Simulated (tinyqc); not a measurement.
Gap difference from the gain at two temperatures.

Question. When back injection limits the gain, beta = b exp(-dE/(kB T)) with dE the gap reduction of the emitter less that of the base and b constant. Find dE and beta at 300 K.

Constants: q = 1.602176634e-19 C, kB = 1.380649e-23 J/K. Results are converted to the units shown.

T (K): 250  400
beta: 249.57851  638.89462

Solution. ln beta is a straight line in 1/T with slope -dE/kB.

dE = 0.0540 eV
beta at 300 K = 379

tinyqc, about 0.01 s, one thread, Intel Xeon 2.30GHz (shared host): `OMP_NUM_THREADS=1 python tinyqc.py 2320026 2320027 out.jsonl`
